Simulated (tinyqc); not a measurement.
# Punch-through p+-n junction, ionisation integral and breakdown, step by step

Program tinyqc, `OMP_NUM_THREADS=1 python tinyqc.py 2120007 2120008 out.jsonl`; Intel Xeon 2.30GHz, shared host, one thread, about 0.1 s. Printed values are rounded.

A p+ layer at x < 0 and an n drift layer from x = 0 to L on an n+ substrate. Depletion approximation, built-in voltage neglected. Local ionisation coefficients alpha_n = an exp(-(bn/E)^mx), alpha_p = ap exp(-(bp/E)^mx). Electrons move towards +x, holes towards x = 0.

Values chosen for this exercise; material values close to those of gallium nitride: relative permittivity eps_r = 9.55; prefactor of the electron ionisation coefficient an = 2.78e8 1/cm; field constant for electrons bn = 3.26e7 V/cm; prefactor of the hole ionisation coefficient ap = 1.38e8 1/cm; field constant for holes bp = 1.97e7 V/cm; exponent mx = 1; donor density of the drift layer N = 5.2e15 cm^-3; thickness of the drift layer L = 17 um; reverse voltage V = 2070 V; share of the depleted width that the grid covers fr = 1.

Constants: q = 1.602176634e-19 C, eps0 = 8.8541878128e-14 F/cm where lengths are in cm. Results are converted to the units shown.

## Field and ionisation coefficients on a grid

W = sqrt(2 eps0 eps_r V/(q N)), peak field E0 = q N W/(eps0 eps_r), falling linearly to 0 at W; if W > L the layer is punched through: W = L, E0 = V/L + q N L/(2 eps0 eps_r), falling linearly to E1 = V/L - q N L/(2 eps0 eps_r). Grid: 11 equal steps from 0 to fr W.

W = 17 um
x, point 0 to 11 (um): [0.00000, 1.54545, 3.09091, 4.63636, 6.18182, 7.72727, 9.27273, 10.81818, 12.36364, 13.90909, 15.45455, 17.00000]
E, point 0 to 11 (kV/cm): [2055.139, 1902.868, 1750.596, 1598.325, 1446.054, 1293.783, 1141.511, 989.2402, 836.9690, 684.6977, 532.4265, 380.1553]
alpha_n, point 0 to 11 (1/cm): [35.88992, 10.08545, 2.272559, 0.3854982, 0.04500510, 0.003169126, 1.099488e-4, 1.355347e-6, 3.374771e-9, 5.838579e-13, 7.121651e-19, 1.589888e-29]
alpha_p, point 0 to 11 (1/cm): [9480.926, 4402.679, 1789.079, 612.3856, 167.2488, 33.65278, 4.414715, 0.3098989, 0.008274738, 4.409978e-5, 1.177075e-8, 4.308581e-15]

## Ionisation integrals by the trapezoid rule

G(x) = integral from 0 to x of (alpha_n - alpha_p); I_n = integral of alpha_n exp(-G) (electrons injected at x = 0), I_p = integral of alpha_p exp(G(end) - G) (holes injected at the far edge); M = 1/(1 - I). All integrals by the trapezoid rule on the grid.

G, point 0 to 11: [0.000000, -1.069271, -1.546770, -1.732133, -1.792344, -1.807864, -1.810806, -1.811171, -1.811195, -1.811196, -1.811196, -1.811196]
alpha_n exp(-G), point 0 to 11 (1/cm): [35.88992, 29.38150, 10.67257, 2.17910, 0.27019, 0.01932, 0.00067, 0.00001, 0.00000, 0.00000, 0.00000, 0.00000]
I_n = 0.009345105
I_p = 0.7747395
M_n = 1.009433
M_p = 4.439304

A grid of 1500 steps over the whole width gives I_n = 0.009175 and I_p = 0.8235; the coarse I_n is 1.9 % above and the coarse I_p 5.9 % below those values. Holes multiply more: on this coarse grid M - 1 is 365 times as large for them.

## Breakdown voltage by secant steps

G(x) = integral from 0 to x of (alpha_n - alpha_p); I_n = integral of alpha_n exp(-G) (electrons injected at x = 0), I_p = integral of alpha_p exp(G(end) - G) (holes injected at the far edge); M = 1/(1 - I). Secant steps on ln I_n(V) = 0 with the integrals on a fine grid (1500 steps), from the points V = 1800 and 2220 V; stop when the step is below 1e-7 of V.

Course of the iteration:
```
step     V (V)         I_n  change of V (V)
1         2220  0.03377206              433
2     2652.895    20.00526             -203
3     2449.742   0.5062780             37.6
4     2487.352   0.8954705             7.28
5     2494.634    1.005202           -0.327
6     2494.307   0.9999627          2.33e-3
7     2494.309    1.000000          7.80e-7
```

Breakdown at 2494.3 V, with a peak field of 2305 kV/cm and W = 17.00 um. The integral for holes reaches 1 at the same voltage.
